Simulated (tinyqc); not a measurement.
Drifting, spreading and decaying minority pulse (Haynes-Shockley), explicit time steps: one step of the calculation.

Low injection in a uniform field: dn/dt = D d2n/dx2 - v dn/dx - n/tau with D = mu Vt and v = mu F towards +x. Exact solution on an infinite bar for a Gaussian start at x0: n = N0 exp(-t/tau) exp(-(x - x0 - v t)^2/(2 s^2))/sqrt(2 pi s^2), s^2 = s0^2 + 2 D t.

Problem. Densities after a time step. (L n)_i = a n_(i-1) + b n_i + c n_(i+1), n = 0 beyond the ends. Explicit step: n(new) = n + L n.

a = 0.42658613
b = -0.64921393
c = 0.21262780
n at t = 0, node 1 to 10 (in units of 1e12 cm^-3): 0.2488281  1.2324537  3.2187950  4.4326920  3.2187950  1.2324537  0.2488281  0.0264899  0.0014870  0.0000440

Give: n at t = 1 dt.

Solution.

n at t = 1 dt, node 1 to 10 (in units of 1e12 cm^-3): 0.3493  1.2229  2.5974  3.6124  3.2821  1.8583  0.6187  0.1158  0.0118  0.0006

Computed by the program tinyqc: `OMP_NUM_THREADS=1 python tinyqc.py 2310117 2310118 out.jsonl`, one thread of a shared Intel Xeon 2.30GHz, about 0.01 s for the whole run.
